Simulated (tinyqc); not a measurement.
Worked calculation: tight binding, dimerised chain. One step of it, computed by the program tinyqc.

Question. Bloch Hamiltonian at X. H_AA = +delta, H_BB = -delta, H_AB = -t1 - t2 exp(-i k a).

Parameters chosen for this model:
```
parameter     value                      unit
t1         0.760000       eV, inside the cell
t2         2.230000         eV, between cells
delta             0  eV, +/- on the two sites
```

k point X (2 pi / a): [0.500000]

Give: H(k) at X.

Answer.

H(k) at X (eV), order A, B:
$$\begin{pmatrix}
0.000 & 1.470 \\
1.470 & 0.000
\end{pmatrix}$$
